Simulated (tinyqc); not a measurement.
Gated graphene: carriers, quantum capacitance and optical conductivity: sweeps and comparisons. A value that a table varies takes the place of the one given here.

Cones E = +/- hv |k|, four flavours, D(E) = 2|E|/(pi hv^2). n = (2/pi)(kT/hv)^2 F_1(mu/kT), p = (2/pi)(kT/hv)^2 F_1(-mu/kT), in 1/angstrom^2 (1e16 for 1/cm^2); F_1(eta) = integral_0^infinity x dx/(1 + exp(x - eta)). Cq/e^2 = d(n - p)/d mu = (2 kT/(pi hv^2)) ln(2 + 2 cosh(mu/kT)).

Gate: V = mu/e + e (n - p)/Cox with Cox/e^2 = k/(4 pi e2 t), t in angstrom, e2 = e^2/(4 pi eps0); 1/(eV angstrom^2) in C/e^2 equals 1602.176634 microfarad/cm^2; total 1/C = 1/Cox + 1/Cq.

Conductivity over sigma0 = e^2/(4 hbar): interband Re = sinh(E/2kT)/(cosh(mu/kT) + cosh(E/2kT)); intraband Re = (8 kT/pi) ln(2 cosh(mu/2kT)) Gm/(E^2 + Gm^2). A free sheet absorbs about pi alpha_f Re(sigma/sigma0), alpha_f the fine-structure constant (alpha among the constants).

Constants: kB = 8.617333262e-05 eV/K; e^2/(4 pi eps0) = 14.39964547 eV angstrom; fine-structure constant alpha = 0.007297352564.

Inputs chosen for the exercise (Fermi velocity near that of graphene, gate dielectric near SiO2; shifted at random, so the results belong to these values and not to a real crystal): hv = 6.91 eV angstrom (hbar vF); T = 150 K; k = 3.84 (dielectric constant of the gate layer); t = 90 nm (its thickness); Gm = 20 meV (intraband damping); V = 23.9 V (gate voltage from the neutrality point).

## Gate sweep

Results:

| V (V) | mu (eV) | n - p (1/cm^2) | n + p (1/cm^2) | Cq (microfarad/cm^2) | C/Cox | Cox V/e (1/cm^2) |
|---|---|---|---|---|---|---|
| 0 | 0.0000 | 0 | 3.66e+10 | 0.383 | 0.910 | 0 |
| 0.72 | 0.0432 | 1.60e+11 | 1.61e+11 | 0.942 | 0.961 | 1.70e+11 |
| 1.9 | 0.0768 | 4.30e+11 | 4.30e+11 | 1.64 | 0.978 | 4.48e+11 |
| 4.8 | 0.1264 | 1.10e+12 | 1.10e+12 | 2.70 | 0.986 | 1.13e+12 |
| 9.6 | 0.1810 | 2.22e+12 | 2.22e+12 | 3.87 | 0.990 | 2.26e+12 |
| 17 | 0.2423 | 3.95e+12 | 3.95e+12 | 5.18 | 0.993 | 4.01e+12 |
| 24 | 0.2886 | 5.59e+12 | 5.59e+12 | 6.17 | 0.994 | 5.66e+12 |
| 36 | 0.3543 | 8.40e+12 | 8.40e+12 | 7.57 | 0.995 | 8.49e+12 |
| 53 | 0.4306 | 1.24e+13 | 1.24e+13 | 9.20 | 0.996 | 1.25e+13 |

At neutrality n + p = 3.66e+10 1/cm^2 of thermal carriers remain and C/Cox = 0.910; at the last row C/Cox = 0.996 and the plain capacitor rule overstates n - p by 0.8 %. Between the last two rows mu goes as V^0.50; for |mu| well above kT the limits are 1/2 where Cox is small against Cq and 1 where it is large.

## Absorption spectrum

mu = 0.28804 eV

Results:

| E (eV) | interband | intraband | absorption (%) |
|---|---|---|---|
| 0.058 | 0.0000 | 1.9487 | 4.467 |
| 0.115 | 0.0000 | 0.5383 | 1.234 |
| 0.202 | 0.0000 | 0.1780 | 0.408 |
| 0.288 | 0.0000 | 0.0880 | 0.202 |
| 0.403 | 0.0012 | 0.0451 | 0.106 |
| 0.490 | 0.0346 | 0.0305 | 0.149 |
| 0.576 | 0.4993 | 0.0221 | 1.195 |
| 0.662 | 0.9652 | 0.0167 | 2.251 |
| 0.749 | 0.9988 | 0.0131 | 2.320 |
| 0.922 | 1.0000 | 0.0086 | 2.312 |
| 1.152 | 1.0000 | 0.0055 | 2.305 |
| 1.728 | 1.0000 | 0.0025 | 2.298 |

The edge lies at 2|mu| = 0.576 eV and, for |mu| above about 3 kT (here 22.3), rises from 10 % to 90 % over about 8.8 kT = 0.114 eV. The absorption is lowest, 0.106 %, at 0.403 eV of those listed, between the Drude tail and the edge; at the last row it is 2.298 % against pi alpha_f = 2.293 %. The thin-sheet formula fails where the absorption is large, and trigonal warping matters above about 1.5 eV.

## What moves the Fermi level

All results formed anew. Each row changes one parameter from the base and keeps the others.

Results:

| case | mu (eV) | n - p (1/cm^2) | C/Cox |
|---|---|---|---|
| base | 0.2880 | 5.567e+12 | 0.9939 |
| V = 31.07 V | 0.3289 | 7.248e+12 | 0.9947 |
| t = 63 nm | 0.3442 | 7.935e+12 | 0.9927 |
| k = 4.61 | 0.3156 | 6.676e+12 | 0.9933 |
| hv = 7.6 eV angstrom | 0.3168 | 5.561e+12 | 0.9933 |
| T = 250 K | 0.2863 | 5.568e+12 | 0.9939 |

The largest shifts from the base row, up to three for each result and ties (the steps differ in size, so this ranks the rows, not the parameters). mu (eV): t +0.0562, V +0.0409, hv +0.0287. n - p (1/cm^2): t +2.37e+12, V +1.68e+12, k +1.11e+12. C/Cox: t -0.0012, V +0.0008, hv -0.0006, k -0.0006; unchanged at the printed digits by T.

tinyqc: `OMP_NUM_THREADS=1 python tinyqc.py 1681806 1681807 out.jsonl`; about 0.01 s, one thread, shared Intel(R) Xeon(R) Processor @ 2.30GHz.
